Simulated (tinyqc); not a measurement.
Van der Pauw, Hall and four-point-probe measurements on a doped layer: one step of the calculation.

A uniform n-type layer with sheet resistance Rs = 1/(q ns mu), point contacts, low field (mu B small).

Question. Sheet density, mobility and bulk values. Rs = 1/z; Hall sheet density B I/(q |VH|); Hall mobility |VH|/(Rs B I); true values ns = rH times the Hall density, mu = Hall mobility/rH; bulk density ns/t, resistivity Rs t; correction factor F = Rs/[(pi/ln 2)(RA + RB)/2].

Inputs (values chosen for the exercise): Hall factor rH = 1; magnetic field B = 2 T; current I = 1000 uA; thickness of the layer t = 330 nm.

Constants: q = 1.602176634e-19 C. Results are converted to the units shown.

converged z = 0.24897825 mS
VH = -168.68943 mV
RA = 294.45610 ohm
RB = 2021.5542 ohm

Wanted: Rs; Hall sheet density; Hall mobility; ns; mu; bulk density; resistivity; F.

Answer.

Rs = 4016.4 ohm/square
Hall sheet density = 7.4000e12 cm^-2
Hall mobility = 210.00 cm^2/(V s)
ns = 7.4000e12 cm^-2
mu = 210.00 cm^2/(V s)
bulk density = 2.2424e17 cm^-3
resistivity = 0.13254 ohm cm
F = 0.76525

Program tinyqc, `OMP_NUM_THREADS=1 python tinyqc.py 2850199 2850200 out.jsonl`; Intel Xeon 2.30GHz, shared host, one thread, about 0.03 s.
